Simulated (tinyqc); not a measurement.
Inside a calculation. Model: molecular dynamics of a small cluster by velocity Verlet steps. Computed by tinyqc, a small Python program that keeps every step. Command: `OMP_NUM_THREADS=1 python tinyqc.py 3013534 3013535 out.jsonl verlet walk`. One thread of a shared host (Intel(R) Xeon(R) Processor @ 2.30GHz), about 0.04 s of CPU time with the checks. Intermediate numbers are printed to about 6 digits and carried at full precision; extremes and crossings named in words are read from the listed rows.

E = sum_(i<j) phi(r_ij), phi(r) = eps [exp(-2 alpha (r - r0)) - 2 exp(-alpha (r - r0))]; the force on i is -sum_j phi'(r_ij) (R_i - R_j)/r_ij.

Inputs (values chosen for the exercise, for model atoms):
```
quantity               value        unit
length r0               2.35    angstrom
well depth eps           0.4          eV
stiffness alpha         1.89  1/angstrom
atomic mass M            197           u
time step dt             130          fs
steps                    200           -
target temperature T0    200           K
coupling time tau        100          fs
```

Potential: Morse. Thermostat: Berendsen.

starting positions (angstrom):
```
           x     y      z
atom 1  0.01  0.02  -0.02
atom 2  2.36  0.02      0
atom 3  1.14  2.05      0
atom 4  1.17  0.64   1.91
```

starting velocities (angstrom/fs):
```
               x         y         z
atom 1   0.00012         0   0.00122
atom 2   0.00135   0.00059  -0.00057
atom 3  -0.00014    0.0002  -0.00023
atom 4  -0.00134  -0.00078  -0.00043
```

Constants: 1 eV/(angstrom u) = 9.648533212e-03 angstrom/fs^2; k_B = 8.617333262e-05 eV/K.

## State at the start

Velocity Verlet: a = c F/M with c = 9.648533212e-3 angstrom/fs^2 per eV/(angstrom u); R(new) = R + v dt + a dt^2/2; v(new) = v + (a + a(new)) dt/2. Kinetic energy K = M v^2/(2c); temperature T = 2K/((3N - 3) k_B), rotation of the cluster included. After each step v is scaled by sqrt(1 + (dt/tau)(T0/T - 1)).

forces (eV/angstrom):
```
                 x           y           z
atom 1  -0.0609548  -0.0830188  -0.0361961
atom 2  -0.0019119   0.0302483  -0.0385811
atom 3   0.0663883  -0.0095894   0.0527700
atom 4  -0.0035216   0.0623598   0.0220072
```

potential energy = -2.39699 eV

kinetic energy = 0.0683959 eV

temperature = 176.378 K

## Step 1

The formulas are those given above.

positions after step 1 (angstrom):
```
              x         y         z
atom 1  0.00037  -0.01436   0.12362
atom 2  2.53471   0.10922  -0.09007
atom 3  1.14928   2.07203  -0.00806
atom 4  0.99434   0.56441   1.86321
```

new forces (eV/angstrom):
```
               x         y         z
atom 1  -0.40475  -0.35297  -1.38115
atom 2  -0.58653   0.14799   0.27056
atom 3   0.02306  -0.27625   0.10991
atom 4   0.96822   0.48124   1.00068
```

velocities after step 1 (angstrom/fs):
```
                   x             y             z
atom 1  -2.83984e-04  -2.89280e-04  -6.86141e-04
atom 2  -1.09071e-04   2.41226e-04   3.51214e-05
atom 3   3.01680e-05  -1.47973e-04   6.00013e-05
atom 4   3.60803e-04   1.98111e-04   5.88934e-04
```

total energy = -2.13781 eV

## Step 2

The formulas are those given above.

positions after step 2 (angstrom):
```
               x         y         z
atom 1  -0.20405  -0.19804  -0.53718
atom 2   2.27779   0.20182   0.02647
atom 3   1.16274   1.93847   0.04523
atom 4   1.44195   0.78933   2.35391
```

new forces (eV/angstrom):
```
               x         y         z
atom 1   0.59336   0.39104   0.28808
atom 2   0.57060  -1.54654   0.20099
atom 3  -1.15533   1.11897   0.25073
atom 4  -0.00863   0.03653  -0.73980
```

velocities after step 2 (angstrom/fs):
```
        x  y  z
atom 1  0  0  0
atom 2  0  0  0
atom 3  0  0  0
atom 4  0  0  0
```

total energy = -1.68715 eV

## Fastest vibration

Relax the cluster, diagonalise the Hessian (central differences): omega_max = sqrt(c lambda_max/M). Verlet steps are stable for omega_max dt < 2.

omega_max = 0.0236611 1/fs

shortest period = 265.550 fs

omega_max dt = 3.07594

The step is 1/2.0 of the shortest period.

## The trajectory

Spread = largest minus smallest value. The test of the step is the spread (largest minus smallest) of the total energy over the run without thermostat, against the spread of K; the step passes below 5 %. The mean T is over the second half.

Course of the run (evenly spaced rows):
```
step  t (fs)        U (eV)    K (eV)    U + K (eV)    T (K)
0          0  -2.39699e+00  0.068396  -2.32860e+00  176.378
14      1820  -2.14555e+00  0.000000  -2.14555e+00    0.000
28      3640  -2.73669e-01  0.000000  -2.73669e-01    0.000
42      5460  -1.49366e+00  0.004444  -1.48922e+00   11.460
56      7280  -2.08968e-01  0.000000  -2.08968e-01    0.000
70      9100  -8.95014e-01  0.000000  -8.95014e-01    0.000
84     10920  -2.73057e-04  0.100823   1.00550e-01  260.000
98     12740  -1.38473e-01  0.049363  -8.91095e-02  127.297
112    14560  -1.21038e-02  0.100716   8.86127e-02  259.726
126    16380  -2.93505e-01  0.036565  -2.56940e-01   94.292
140    18200  -1.31844e-01  0.052086  -7.97586e-02  134.317
154    20020  -9.82080e-03  0.075777   6.59557e-02  195.411
168    21840  -6.04248e-02  0.000000  -6.04248e-02    0.000
182    23660  -3.64668e-01  0.032284  -3.32384e-01   83.254
196    25480  -1.43378e-03  0.000000  -1.43378e-03    0.000
```

spread of the total energy = 24.6856 eV

spread of the total over spread of K = 1.10717

mean temperature = 127.902 K

The total energy spreads by 110 % of the swings of K: with omega_max dt = 3.08 the step is too long, beyond the stability limit of 2.

Reruns converge with time step dt = 16.0. Reruns still fail with time step dt = 91.0.
